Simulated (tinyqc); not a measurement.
What each parameter does: polytypes by hexagonality, and a cubic inclusion as a quantum well.

Gap: E3 + (E2 - E3) h. Valence top Ev2 h and polarisation P2 h, both counted from 3C; Ec = Ev + gap.

A cubic inclusion of width L = N d in the host (h = 1) is a well of depth V = Ec(host) - Ec(3C). Square well with mass mismatch: k tan(k L/2) = (m_w/m_b) q, k = sqrt(m_w E/c), q = sqrt(m_b (V - E)/c), c = hbar^2/2m0, lowest root. The depth of the level, V - E, is its binding, and the transition to the valence top of the host is gap(host) - (V - E). The step in polarisation gives a field |F| = |P|/(eps eps0) in a thin inclusion, eps0 = 8.8541878e-12 F/m.

Constants: hbar^2/2m0 = 3.80998211 eV angstrom^2.

Inputs chosen for the exercise (of the order of those of InAs; the results hold for these values, not for the real material): E3 = 0.411 eV (gap of the cubic polytype); E2 = 0.457 eV (gap of 2H); Ev2 = 0.046 eV (valence top of 2H above that of 3C); P2 = 0.0021 C/m^2 (spontaneous polarisation of 2H); m = (0.025, 0.025) m0 (electron mass along c in the cubic layer and in the host); d = 3.5 angstrom (thickness of a double layer); eps = 14.7 (dielectric constant); N = 18 (double layers in the cubic inclusion).

Well depth, depth of the level, transition without the field and field.

One parameter was then changed.

Results before and after:

| case | V (eV) | depth (eV) | transition (eV) | \|F\| (MV/cm) |
|---|---|---|---|---|
| base | 0.0920 | 0.0317 | 0.4253 | 0.161 |
| changed | 0.0920 | 0.0317 | 0.4253 | 0.151 |

Which of these changes was made? (a) m = (0.03, 0.025) m0; (b) N = 19; (c) P2 = 0.0027 C/m^2; (d) E3 = 0.391 eV; (e) E2 = 0.487 eV; (f) Ev2 = 0.076 eV; (g) eps = 15.7.

Answer: (g) eps = 15.7. Of the candidates, run in turn, only this one gives the changed row.

All candidates:

| case | V (eV) | depth (eV) | transition (eV) | \|F\| (MV/cm) |
|---|---|---|---|---|
| base | 0.0920 | 0.0317 | 0.4253 | 0.161 |
| N = 19 | 0.0920 | 0.0337 | 0.4233 | 0.161 |
| Ev2 = 0.076 eV | 0.1220 | 0.0492 | 0.4078 | 0.161 |
| E3 = 0.391 eV | 0.1120 | 0.0431 | 0.4139 | 0.161 |
| E2 = 0.487 eV | 0.1220 | 0.0492 | 0.4378 | 0.161 |
| P2 = 0.0027 C/m^2 | 0.0920 | 0.0317 | 0.4253 | 0.207 |
| eps = 15.7 | 0.0920 | 0.0317 | 0.4253 | 0.151 |
| m = (0.03, 0.025) m0 | 0.0920 | 0.0326 | 0.4244 | 0.161 |

Run: tinyqc, `OMP_NUM_THREADS=1 python tinyqc.py 1850238 1850239 out.jsonl`; Intel(R) Xeon(R) Processor @ 2.30GHz, one thread, shared host; about 0.08 s of CPU time with all checks.
